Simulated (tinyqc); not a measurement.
Frequency dispersion of an accumulation capacitance by border traps, distributed model: effect of the semiconductor capacitance in accumulation.

Traps spread evenly through the insulator exchange electrons with the semiconductor by tunnelling, with tau(x) = t0 exp(2 ka x) at depth x from the interface. The admittance per area Y seen at depth x obeys dY/dx = -Y^2/(i w eps0 eox) + q Nb ln(1 + i w tau)/tau, with Y(0) = i w Cs and w = 2 pi f; the gate sees Y(tox) = G + i w C. Working variable y = Y/(i w), in uF/cm^2. Cox = eps0 eox/tox.

Cox; trap-free value 1/(1/Cox + 1/Cs); response depth d = ln(1/(w t0))/(2 ka), where w tau = 1; lumped estimate: all traps within d act as C_bt = q Nb d placed at d/2, so C = 1/{1/[1/(1/Cs + d/(2 eps0 eox)) + C_bt] + (tox - d/2)/(eps0 eox)}. C and G from a fine integration; dispersion -d C/d log10 f over C, from f times and over 1.1. For a broad spread of time constants G/w is close to -(pi/2) dC/d ln w.

Parameters, values chosen for the exercise; permittivity close to that of aluminium oxide: relative permittivity of the insulator eox = 8.67; insulator thickness tox = 12 nm; density of border traps Nb = 6.8e18 cm^-3 eV^-1; decay constant of the wave function in the insulator ka = 6.5 1/nm; time constant of a trap at the interface t0 = 4e-11 s; frequency f = 100 Hz.

Constants: q = 1.602176634e-19 C, eps0 = 8.8541878128e-14 F/cm where lengths are in cm. Results are converted to the units shown.

The same in every row: d (nm) = 1.346.

Effect of the semiconductor capacitance in accumulation:

| Cs (uF/cm^2) | C (uF/cm^2) | G/w (uF/cm^2) | dispersion (% a decade) | -(pi/2) dC/d ln w (uF/cm^2) | lumped C (uF/cm^2) | trap-free C (uF/cm^2) |
|---|---|---|---|---|---|---|
| 0.2 | 0.2321 | 0.006093 | 3.847 | 0.006091 | 0.2278 | 0.1524 |
| 0.39 | 0.2986 | 0.004561 | 2.238 | 0.004560 | 0.2954 | 0.2423 |
| 0.75 | 0.3793 | 0.003002 | 1.160 | 0.003002 | 0.3771 | 0.3452 |
| 1.4 | 0.4573 | 0.001803 | 0.5779 | 0.001803 | 0.4560 | 0.4391 |
| 2.8 | 0.5290 | 9.693e-4 | 0.2685 | 9.689e-4 | 0.5282 | 0.5207 |
| 5.4 | 0.5759 | 5.629e-4 | 0.1432 | 5.624e-4 | 0.5754 | 0.5720 |
| 10 | 0.6035 | 3.757e-4 | 0.09110 | 3.750e-4 | 0.6031 | 0.6013 |
| 20 | 0.6213 | 2.748e-4 | 0.06467 | 2.741e-4 | 0.6209 | 0.6199 |

As Cs goes from 0.2 to 20, C rises from 0.232 to 0.621 uF/cm^2, the dispersion falls from 3.85 to 0.0647 % a decade and G/w falls from 0.00609 to 2.75e-4 uF/cm^2. The lumped estimate is 1.8 % below C in the first row and 0.053 % below it in the last. The same traps disperse C more when Cs is small, since they then add to the weaker series term.

Computed by the program tinyqc: `OMP_NUM_THREADS=1 python tinyqc.py 2202155 2202156 out.jsonl`, one thread of a shared Intel Xeon 2.30GHz, about 0.6 s for the whole run.
